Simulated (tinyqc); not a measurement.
# Switching power and leakage at the onset of runaway

Question. T = T0 + Rth P(T), P(T) = Pd + Pl (T/300 K)^2 exp[(q Ea/kB)(1/(300 K) - 1/T)]. At the onset of runaway the loop gain Rth dP/dT equals one as well. Find Pd and the critical Pl.

Parameters, values chosen for the exercise:
- T0 = 360 K (ambient temperature)
- Ea = 0.63 eV (activation energy of the leakage)
- Rth = 1.8 K/W (thermal resistance)

Constants: q = 1.602176634e-19 C, kB = 1.380649e-23 J/K. Results are converted to the units shown.

temperature at the onset of runaway = 388.76594 K

Solution. With s = 2/T + q Ea/(kB T^2), unit gain means Rth (P - Pd) = 1/s; the heat balance then gives Pd, and the leakage term Pl.

Pd = 5.60 W
critical Pl = 0.0237 W

tinyqc, about 0.01 s, one thread, Intel Xeon 2.30GHz (shared host): `OMP_NUM_THREADS=1 python tinyqc.py 2520029 2520030 out.jsonl`
